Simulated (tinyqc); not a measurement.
Comparisons within one model: Tamm state at the end of a one-band chain. A value that a table varies takes the place of the one given here.

A half-infinite chain with site energy 0 and hopping -t, band E = -2t cos(ka); the end site has energy D. The surface Green function of the unperturbed half chain is g = (E -/+ sqrt(E^2 - 4t^2))/(2t^2), the root with |t g| <= 1 and Im g <= 0, and with the shift G = g/(1 - D g).

Inputs chosen for the exercise:
- t = 1.38 eV (hopping)
- a = 2.5 angstrom (spacing)
- D = -2.9 eV (shift of the end site)
- E = 0.79 eV (energy in the band)

## Threshold for a surface state

For |D| > t: E = D + t^2/D, weight on the end site 1 - t^2/D^2, decay length of the amplitude a/ln|D/t|; a dash: no bound state. The last column is the surface density -Im G/pi at E = 0.

Against D:
```
D/t,D (eV),E (eV),end weight,decay length (angstrom),density at E = 0 (1/eV)
-3.00,-4.140,-4.6000,0.8889,2.28,0.0231
-2.00,-2.760,-3.4500,0.7500,3.61,0.0461
-1.40,-1.932,-2.9177,0.4898,7.43,0.0779
-1.10,-1.518,-2.7725,0.1736,26.23,0.1044
-0.80,-1.104,-,-,-,0.1406
0.50,0.690,-,-,-,0.1845
0.95,1.311,-,-,-,0.1212
1.05,1.449,2.7633,0.0930,51.24,0.1097
1.30,1.794,2.8555,0.4083,9.53,0.0857
2.50,3.450,4.0020,0.8400,2.73,0.0318
```

A state splits off only for |D| > t = 1.38 eV, although in the middle of an endless chain any shift binds one. Just past the threshold, at D/t = 1.05, it lies 3.3 meV outside the band and spreads over 51.2 angstrom; at D/t = -3 it holds 89 % of the end site, and the density left at the band centre has fallen to 0.10 of the clean value.

## What each parameter does

E = D + t^2/D, weight 1 - (t/D)^2, decay length -a/ln|t/D|, surface density -Im G/pi at E. Each row changes one parameter from the base and keeps the others.

Results:
```
case,bound level (eV),weight,decay (angstrom),density (1/eV)
base,-3.5567,0.7736,3.366,0.0334
t = 1.449 eV,-3.6240,0.7503,3.603,0.0347
D = -3.48 eV,-4.0272,0.8427,2.703,0.0251
a = 2.75 angstrom,-3.5567,0.7736,3.703,0.0334
E = 0.395 eV,-3.5567,0.7736,3.366,0.0379
```

The largest shifts from the base row, up to three for each result and ties (the steps differ in size, so this ranks the rows, not the parameters). bound level (eV): D -0.4706, t -0.0673; unchanged at the printed digits by a and E. weight: D +0.0692, t -0.0232; unchanged at the printed digits by a and E. decay (angstrom): D -0.664, a +0.337, t +0.237; unchanged at the printed digits by E. density (1/eV): D -0.0083, E +0.0045, t +0.0013; unchanged at the printed digits by a.

tinyqc: `OMP_NUM_THREADS=1 python tinyqc.py 1481059 1481060 out.jsonl`; about 0.01 s, one thread, shared Intel(R) Xeon(R) Processor @ 2.30GHz.
